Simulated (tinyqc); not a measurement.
Quaternary alloy A(x)B(1-x)C(y)D(1-y) matched to a substrate, step by step. Values are carried at full precision from step to step, so a last printed digit may differ when a step is redone from the rounded ones.

Matching a(x,y) = a_s gives x = (a_s - y a_BC - (1 - y) a_BD)/(y (a_AC - a_BC) + (1 - y)(a_AD - a_BD)).
Constants: hc = 1239.841984 eV nm.

Values chosen for the exercise (AC, AD, BC, BD near GaAs, GaP, InAs and InP; substrate near InP; the results hold for these values, not for the real material): a = (5.66, 5.454, 6.049, 5.868) angstrom (lattice constants of AC, AD, BC, BD); a_s = 5.868 angstrom (substrate); y = 0.9 (fraction of C); Eg = (1.508, 2.917, 0.413, 1.436) eV (gaps at Gamma of AC, AD, BC, BD); Cb = (0.458, 0.693, 0.172, 0.092) eV (bowing of ABC, ABD, ACD, BCD); dx = 0.028 (error of x in growth).

## The matched composition

Give numerator, denominator and x.

numerator = -0.16290 angstrom
denominator = -0.39150 angstrom
x = 0.4161

## The gap by rule 1

Q(x,y) = x y Q_AC + x (1 - y) Q_AD + (1 - x) y Q_BC + (1 - x)(1 - y) Q_BD for the lattice constant. Gap, rule 1: Q(x,y) - x (1 - x)[y C_ABC + (1 - y) C_ABD] - y (1 - y)[x C_ACD + (1 - x) C_BCD]. Rule 2 (mean of ternaries): {x (1 - x)[y T_ABC(x) + (1 - y) T_ABD(x)] + y (1 - y)[x T_ACD(y) + (1 - x) T_BCD(y)]}/{x (1 - x) + y (1 - y)}, T_ABC(x) = x E_AC + (1 - x) E_BC - C_ABC x (1 - x), T_ACD(y) = y E_AC + (1 - y) E_AD - C_ACD y (1 - y), and alike. Only the Gamma valley is followed.

Give the four weights, the bilinear part, the two bowing terms, the gap and hc/gap.

weights of AC, AD, BC, BD: 0.3745  0.0416  0.5255  0.0584

bilinear part = 0.9870 eV

bowing terms (eV): 0.1170  0.0113

gap = 0.8587 eV
wavelength = 1444 nm

## The gap by rule 2

Give the four ternary gaps and their weighted mean.

T_ABC, T_ABD, T_ACD, T_BCD (eV): 0.7573  1.8839  1.6334  0.5070

gap = 0.8986 eV

Rule 2 lies 40 meV above rule 1: it averages the two bowing terms where rule 1 adds them. Both agree on the ternary edges.

## An error in composition

Replace x by x + dx; mismatch (a_s - a)/a and change of the relaxed gap by rule 1.

a = 5.8570 angstrom
mismatch = 0.187 %
change of the gap = 29.7 meV

The layer would be under tension; the strain shift of the gap is not included.

## Checks

- Lattice constant at the matched composition against a_s (angstrom): both 5.8680.
- Rule 2 as a mean of ternaries against its form with averaged bowing (eV): both 0.8986.

(tinyqc, `OMP_NUM_THREADS=1 python tinyqc.py 1050689 1050690 out.jsonl`, Intel(R) Xeon(R) Processor @ 2.30GHz, 1 thread, shared host, about 0.01 s.)
